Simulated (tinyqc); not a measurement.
Inside a calculation. Model: thermal boundary conductance by the acoustic and diffuse mismatch models. Computed by tinyqc, a small Python program that keeps every step. Command: `OMP_NUM_THREADS=1 python tinyqc.py 3011658 3011659 out.jsonl kapitza walk`. One thread of a shared host (Intel(R) Xeon(R) Processor @ 2.30GHz), about 0.01 s of CPU time with the checks. Intermediate numbers are printed to about 5 digits and carried at full precision; extremes and crossings named in words are read from the listed rows.

Each side has one longitudinal and two transverse Debye branches, omega = v q up to q_D = (6 pi^2 n)^(1/3), with n counting all atoms. Scattering at the interface is elastic. Electrons are left out of G, also for metals. Melting is ignored. G refers to the temperatures of the phonons sent towards the interface. Linear branches over all atoms overstate G at high T, most for crystals with several atoms a cell.

Inputs (values chosen for the exercise, modelled on gallium nitride (side 1) and tungsten (side 2)):
```
quantity                    value     unit
density rho_1                6.05   g/cm^3
longitudinal velocity vL_1   7770      m/s
transverse velocity vT_1     4250      m/s
atom density n_1             89.2   1/nm^3
conductivity kappa_1          204  W/(m K)
density rho_2                18.8   g/cm^3
longitudinal velocity vL_2   5240      m/s
transverse velocity vT_2     2930      m/s
atom density n_2             61.8   1/nm^3
conductivity kappa_2          166  W/(m K)
temperature T                 300        K
thickness d_1                 330       nm
thickness d_2                 170       nm
heat flux J                   5.5  kW/cm^2
```

Structure: superlattice.

Constants: hbar = 1.054571817e-34 J s; k_B = 1.380649e-23 J/K.

## Cut-off frequencies and impedances

omega_c = v q_D for each branch, given as hbar omega_c/k_B; impedance Z = rho v.

Branches:
```
branch     v (m/s)  cut-off (K)  Z (1e6 kg/(m^2 s))
L, side 1     7770       1033.6             47.0085
T, side 1     4250        565.4             25.7125
L, side 2     5240        616.8             98.5120
T, side 2     2930        344.9             55.0840
```

## Acoustic mismatch: transmission of each branch

No mode conversion. t(theta) = 4 Z_1 Z_2 cos(theta_1) cos(theta_2)/N^2, with N = Z_2 cos(theta_1) + Z_1 cos(theta_2) for L (the form for pressure waves) and N = Z_1 cos(theta_1) + Z_2 cos(theta_2) for both T branches (the form for shear waves polarised along the interface); sin(theta_2) = (v_2/v_1) sin(theta_1), and t = 0 beyond the critical angle arcsin(v_1/v_2); the mean over the incoming flux is alpha = 2 int t sin(theta_1) cos(theta_1) d theta_1 (64 Gauss-Legendre points).

Transmission:
```
branch  t at normal incidence  largest angle from side 1 (deg)  alpha, 1 to 2  alpha, 2 to 1
L                     0.87474                               90        0.92794        0.42203
T                     0.86785                               90        0.74348        0.35337
```

For L waves from side 1 no critical angle exists, and the mean 0.93 stays near the normal-incidence 0.87. For T waves from side 1 no critical angle exists; the mean is 0.74 against 0.87 at normal incidence.

## Diffuse mismatch: transmission at low frequency

A phonon forgets its side and branch: alpha(1 to 2) = S_2/(S_1 + S_2), S_i = 1/vL_i^2 + 2/vT_i^2.

S_1 = 1.2729e-07 s^2/m^2

S_2 = 2.6939e-07 s^2/m^2

diffuse alpha, 1 to 2 = 0.67911

## Boundary conductance

G = (k_B^4 T^3/(8 pi^2 hbar^3)) int W(x) x^4 e^x/(e^x - 1)^2 dx, x = hbar omega/(k_B T). Acoustic mismatch: W = sum over the three branches of alpha(1 to 2)/v_1^2, each up to the lower of its two cut-offs. Diffuse mismatch: W = S_1 S_2/(S_1 + S_2), where S_i sums 1/v^2 over the branches of side i still below their cut-off. Radiation limit: W = min(S_1, S_2). The integral is split at the four cut-offs (64 Gauss-Legendre points a piece, x at most 45). Boundary resistance R = 1/G and Kapitza length kappa_2/G use the diffuse value.

G, acoustic mismatch = 799.17 MW/(m^2 K)

G, diffuse mismatch = 914.88 MW/(m^2 K)

G, radiation limit = 1267.5 MW/(m^2 K)

boundary resistance R = 1.0930 m^2 K/GW

Kapitza length in side 2 = 181.44 nm

The diffuse value is 1.14 times the acoustic one and 72 % of the radiation limit. Diffuse scattering raises G here: it ignores the impedance mismatch and lets phonons change direction and branch. Caution: at this temperature short waves carry the heat; linear branches up to q_D overstate their velocity, and inelastic processes, left out here, grow with T.

## Conductance against temperature

The formulas are those given above.

G (MW/(m^2 K)):
```
T (K)  acoustic mismatch  diffuse mismatch  radiation limit
2              0.0079659         0.0070487         0.010379
5                0.12447           0.11014          0.16218
10               0.99574           0.88109           1.2974
20                7.9650            7.0480           10.378
40                60.291            53.946           79.222
80                273.80            270.52           387.98
150               573.38            628.20           879.49
300               799.17            914.88           1267.5
600               882.20            1021.4           1411.2
1000              901.96            1046.8           1445.4
```

All three follow T^3 at the cold end (exponent 3.00 for the diffuse model) and flatten at high T (exponent 0.05 at the hot end); the lowest cut-off is 345 K. The ratio of diffuse to acoustic goes from 0.88 to 1.16. The plateau is set by the frequencies that both sides share.

## Cross-plane conductivity of the superlattice

kappa_eff = (d_1 + d_2)/(d_1/kappa_1 + d_2/kappa_2 + 2 R), two interfaces a period, with bulk conductivities in the layers; the gradient is J/kappa_eff.

kappa_eff = 103.57 W/(m K)

kappa_eff without interfaces = 189.27 W/(m K)

interface share of the resistance = 0.45281

temperature gradient = 0.53106 K/micrometre

Layers and interfaces share the resistance. Caution: R from emitted-phonon temperatures is too large for use in series with Fourier layers, by up to a factor of about 2.

Checks made by the program: detailed balance alpha_12/v_1^2 = alpha_21/v_2^2 (relative difference below 1e-10); low-temperature limit G = pi^2 k_B^4 T^3 alpha S_1/(30 hbar^3) (relative difference below 1e-10).
